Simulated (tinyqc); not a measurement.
# Random telegraph noise from one oxide trap in a small MOSFET: what changes with what

An acceptor-like trap exchanges electrons with the channel. Inversion charge Q = Cox u, u = n Vt W0(exp((Vg - VT)/(n Vt))), W0 the Lambert function, n = nf, Cox = eps0 eox/tox; linear regime Id = (W/L) mu Q Vd. Relative to threshold the surface potential rises by Vt ln(u/u0) and the oxide voltage by the rest of Vg - VT, with u0 = n Vt W0(1).

Parameters, values chosen for the exercise; values of the order met in silicon transistors: temperature T = 300 K; relative permittivity of the gate insulator (close to silicon dioxide) eox = 3.9; insulator thickness tox = 2 nm; depth of the trap from the channel interface xt = 0.68 nm; trap level above the channel Fermi level at threshold E0 = 0.34 eV; capture prefactor s0 = 6e-17 cm^2; capture barrier (lattice relaxation) EB = 0.48 eV; tunnelling decay length lt = 0.15 nm; thermal velocity vth = 1.2e7 cm/s; thickness of the inversion layer zi = 1.8 nm; threshold voltage VT = 0.3 V; body factor nf = 1.38; gate width W = 42 nm; gate length L = 73 nm; mobility mu = 110 cm^2/(V s); scattering coefficient of the charged trap asc = 1.5e-16 V s; drain voltage Vd = 0.05 V; gate voltage Vg = 1.15 V.

Constants: q = 1.602176634e-19 C, kB = 1.380649e-23 J/K, Vt = kB T/q, eps0 = 8.8541878128e-14 F/cm where lengths are in cm. Results are converted to the units shown.

Each table varies one quantity; the others keep the values above.

## Time constants and noise against gate voltage

N = Cox u/q; dpsi = Vt ln(u/u0); E = E0 - dpsi - (xt/tox)(Vg - VT - dpsi); capture time tc = 1/[(N/zi) vth s0 exp(-xt/lt - EB/Vt)]; emission time te = tc exp(-E/Vt); occupancy te/(tc + te). A = W L; threshold step dV = q (1 - xt/tox)/(Cox A); gm/Id = 1/(u + n Vt); relative step dI/I = (gm/Id) dV + asc mu/A. fc = (1/tc + 1/te)/(2 pi); rms = (dI/I) sqrt(tc te)/(tc + te).

Result of one run:
```
Vg (V)    E (eV)  tc (s)  te (s)  occupancy  dI/I (%)  fc (Hz)  rms dI/I (%)
1.36    -0.08595  0.2650   7.366     0.9653    0.2579   0.6221       0.04722
```

What becomes of these results when the gate voltage Vg is changed from 1.36 to 1.18 V, all else the same?

Result of the changed run:
```
Vg (V)    E (eV)  tc (s)  te (s)  occupancy  dI/I (%)  fc (Hz)  rms dI/I (%)
1.18    -0.02130  0.3245  0.7396     0.6951    0.3016   0.7057        0.1389
```

The whole series:
```
Vg (V)    E (eV)  tc (s)   te (s)  occupancy  dI/I (%)  fc (Hz)  rms dI/I (%)
0.88     0.08853  0.5136  0.01672    0.03153    0.4362    9.828       0.07622
0.94     0.06627  0.4605  0.03547    0.07152    0.3991    4.832        0.1028
1        0.04418  0.4171  0.07550     0.1533    0.3684    2.489        0.1327
1.06     0.02224  0.3810   0.1612     0.2973    0.3426    1.405        0.1566
1.12    4.180e-4  0.3505   0.3449     0.4960    0.3206   0.9155        0.1603
1.18    -0.02130  0.3245   0.7396     0.6951    0.3016   0.7057        0.1389
1.24    -0.04293  0.3020    1.589     0.8403    0.2851   0.6272        0.1045
1.3     -0.06447  0.2823    3.419     0.9237    0.2707   0.6103       0.07185
1.36    -0.08595  0.2650    7.366     0.9653    0.2579   0.6221       0.04722
```

tc falls from 0.514 to 0.265 s as the channel fills and te rises from 0.0167 to 7.37 s; they are equal at Vg = 1.12 V, where E = 0. The rms noise goes from 0.0762 through a maximum of 0.160 (at Vg = 1.12 V among the rows listed) to 0.0472 %. The slope -Vt d ln(tc/te)/dVg is 0.371 between the first two rows and 0.358 between the last two; it tends to xt/tox = 0.340 only when the surface potential stops moving.

## Effect of the depth of the trap from the channel interface

Same model as above.

Effect of the depth of the trap from the channel interface:
```
xt (nm)     E (eV)     tc (s)     te (s)  occupancy  dI/I (%)    fc (Hz)  rms dI/I (%)
0.1        0.20905  0.0070533  2.1706e-6  3.0765e-4   0.42367      73344     0.0074300
0.3        0.13336   0.026758  1.5387e-4  0.0057177   0.38473     1040.3      0.029009
0.5       0.057667    0.10151   0.010908   0.097030   0.34580     16.159       0.10236
0.7      -0.018022    0.38509    0.77325    0.66755   0.30687    0.61911       0.14456
0.9      -0.093711     1.4609     54.815    0.97404   0.26794    0.11184      0.042607
1.1       -0.16940     5.5423     3885.8    0.99858   0.22901   0.028758     0.0086365
1.3       -0.24509     21.025   2.7546e5    0.99992   0.19008  0.0075702     0.0016605
```

As xt goes from 0.1 to 1.3, tc rises from 0.00705 to 21.0 s, te rises from 2.17e-6 to 2.75e5 s and dI/I falls from 0.424 to 0.190 %. tc grows a decade every lt ln 10 = 0.345 nm of depth; traps spread evenly in depth therefore give corner frequencies spread evenly on a log scale, whose sum is 1/f noise if the traps contribute equal variances.

Range of the model: VT is taken as given; short-channel effects and the uneven flow of current among few electrons are left out.

Computed by the program tinyqc: `OMP_NUM_THREADS=1 python tinyqc.py 2710075 2710076 out.jsonl`, one thread of a shared Intel Xeon 2.30GHz, about 0.01 s for the whole run.
